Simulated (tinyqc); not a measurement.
# Threshold-voltage variability of a planar MOSFET, analytic estimates: what changes with what

Three independent sources add in quadrature: random dopants in the depleted layer, metal-gate grains of two orientations, and roughness of the two gate edges acting through the roll-off VT = VT(long) - Vr exp(-L/l). These are first-order estimates: no three-dimensional electrostatics, no percolation.

Parameters, values chosen for the exercise; material values close to those of silicon:
```
symbol,value,unit,meaning
T,300,K,temperature
Eg,1.12,eV,band gap
eps_r,11.7,,relative permittivity of the semiconductor
Nc,2.86e19,cm^-3,conduction-band density of states at T
Nv,2.68e19,cm^-3,valence-band density of states at T
Na,2.3e18,cm^-3,channel doping
ti,1.9,nm,oxide-equivalent thickness in inversion
L,90,nm,gate length
W,130,nm,gate width
G,4,nm,metal grain size
dW,0.15,eV,work-function difference of the two grain orientations
p,0.6,,share of the orientation of higher work function
De,1.1,nm,rms roughness of one gate edge
La,20,nm,correlation length of the roughness
l,21,nm,decay length of the threshold roll-off
Vr,1.4,V,prefactor of the roll-off
```

Constants: q = 1.602176634e-19 C, kB = 1.380649e-23 J/K, Vt = kB T/q, eps0 = 8.8541878128e-14 F/cm where lengths are in cm. Results are converted to the units shown.

Each table varies one quantity; the others keep the values above.

## Effect of the correlation length of the roughness

ni = sqrt(Nc Nv) exp(-Eg/(2 Vt)), Eg in volts; Cox = 3.9 eps0/ti; Wd = sqrt(4 eps0 eps_r Vt ln(Na/ni)/(q Na)); dopants: s1 = (q/Cox) sqrt(Na Wd/(3 L W)). Grains: Ng = L W/G^2 (at least 1), s2 = dW sqrt(p (1 - p)/Ng). Edges, with exponential correlation and u = W/La: the mean gate length has sL^2 = 2 De^2 (2/u)[1 - (1 - exp(-u))/u]; s3 = sL (Vr/l) exp(-L/l). s = sqrt(s1^2 + s2^2 + s3^2). l and Vr are held fixed.

The same in every row: s1 (mV) = 10.96; s2 (mV) = 2.717.

Effect of the correlation length of the roughness:
```
La (nm)	s3 (mV)	s (mV)	s sqrt(L W) (mV um)
2	0.2485	11.30	1.222
5	0.3882	11.30	1.223
10	0.5379	11.31	1.223
20	0.7284	11.32	1.224
40	0.9397	11.34	1.226
80	1.126	11.35	1.228
160	1.258	11.37	1.229
```

What does the table show?

As La goes from 2 to 160 nm, s rises from 11.3 to 11.4 mV. The dopants are the largest source in the first and the last row. The edge term s3 rises from 0.248 to 1.26 mV: a longer correlation averages out less along the width.

## Effect of the oxide-equivalent thickness in inversion

Same model as above.

l and Vr are held fixed.

The same in every row: s2 (mV) = 2.717; s3 (mV) = 0.7284.

Effect of the oxide-equivalent thickness in inversion:
```
ti (nm)	s1 (mV)	s (mV)	s sqrt(L W) (mV um)
0.8	4.617	5.406	0.5848
1.2	6.925	7.475	0.8085
1.6	9.234	9.653	1.044
2	11.54	11.88	1.285
2.4	13.85	14.13	1.529
2.8	16.16	16.40	1.774
3.2	18.47	18.68	2.021
```

As ti goes from 0.8 to 3.2 nm, s rises from 5.41 to 18.7 mV. The dopants are the largest source in the first and the last row. s1 goes on average as ti^(1.00).

Computed by the program tinyqc: `OMP_NUM_THREADS=1 python tinyqc.py 2090043 2090044 out.jsonl`, one thread of a shared Intel Xeon 2.30GHz, about 0.01 s for the whole run.
